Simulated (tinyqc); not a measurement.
Composition against offsets: model-solid line-up of a strained alloy layer on a substrate.

All values of the alloy are linear in x but the gap, Eg(x) = (1 - x) Eg_A + x Eg_B - C x (1 - x), and the valence edge, Ev(x) = (1 - x) Ev_A + x Ev_B + fv C x (1 - x); Ec = Ev + Eg. Ev is the top of the unstrained valence band on a scale common to all materials. In the layer only the Gamma valley of the conduction band is followed, also where an X or L valley would lie lower.

Coherent growth on a (001) face: e_par = (a_s - a)/a, e_perp = -2 (C12/C11) e_par; exx = eyy = e_par, ezz = e_perp, no shear.

Strained edges: Ec + ac tr(e); the valence edges are Ev plus the levels of the 6 x 6 matrix of X, Y, Z times spin with -Dso/3 + l exx + m (eyy + ezz) on the diagonal (cyclic), n exy off it, l = av + 2 b, m = av - b, n = sqrt(3) d. Spin-orbit term (Dso/3) L.sigma on X, Y, Z with (L_k)_ij = -i epsilon_kij: <X+|H|Y+> = -i Dso/3, <X+|H|Z-> = Dso/3, <Y+|H|Z-> = -i Dso/3, <Z+|H|X-> = -Dso/3, <Z+|H|Y-> = i Dso/3, <X-|H|Y-> = i Dso/3, and their conjugates; + and - are the spin along z.

dEc = Ec(substrate) - Ec(layer), dEv = Ev(layer) - Ev(substrate); positive values confine the carrier in the layer. Type I: both of one sign; type II: opposite signs; type III: the gaps do not overlap.

Values chosen for the exercise (A near InAs, B near GaAs, substrate near InP; not measured data):
```
symbol  value           unit      meaning
a       (6.054, 5.661)  angstrom  lattice constant of A, B
Eg      (0.422, 1.511)  eV        gap at Gamma to the s-like level of A, B
Dso     (0.392, 0.339)  eV        spin-orbit splitting of A, B
Ev      (-0.59, -0.79)  eV        top of the unstrained valence band of A, B
ac      (-5.02, -7.17)  eV        conduction deformation potential of A, B
av      (1, 1.16)       eV        valence hydrostatic potential of A, B
b       (-1.78, -2.02)  eV        tetragonal shear potential of A, B
d       (-3.65, -4.87)  eV        trigonal shear potential of A, B
C11     (84, 120.4)     GPa       of A, B
C12     (45.7, 56.6)    GPa       of A, B
C44     (39.8, 60.8)    GPa       of A, B
C       0.398           eV        bowing of the gap
fv      0                         share of the bowing taken by the valence edge
a_s     5.863           angstrom  substrate
Eg_s    1.423           eV        lowest gap of the substrate
Ev_s    -0.94           eV        substrate valence edge
face    001                       growth face
```

Each composition is strained to the same substrate.

Results:
```
x     e_par (%)  relaxed gap (eV)  strained gap (eV)  valence splitting (meV)  dEc (eV)  dEv (eV)  type
0.03      -2.97             0.443              0.499                      151     0.497     0.427     I
0.16      -2.14             0.543              0.592                      122     0.454     0.377     I
0.28      -1.36             0.647              0.683                       87     0.408     0.331     I
0.41      -0.51             0.772              0.788                       36     0.353     0.282     I
0.54       0.36             0.911              0.870                       29     0.292     0.261     I
0.67       1.25             1.064              0.908                      107     0.226     0.289     I
0.79       2.08             1.216              0.938                      189     0.160     0.325     I
0.92       3.00             1.395              0.968                      287     0.083     0.372     I
```

The alloy matches the substrate at x = 0.486, where the top valence edge changes its character and the splitting passes through zero. The strained gap runs from 0.499 to 0.968 eV, against 0.443 to 1.395 eV for the relaxed alloy: strain takes back part of the change that the composition makes. Strains above 2 % can be kept only in layers of a few nanometres. The line-up is type I throughout, with the layer as the well.

Run: tinyqc, `OMP_NUM_THREADS=1 python tinyqc.py 1081476 1081477 out.jsonl`; Intel(R) Xeon(R) Processor @ 2.30GHz, one thread, shared host; about 0.02 s of CPU time with all checks.
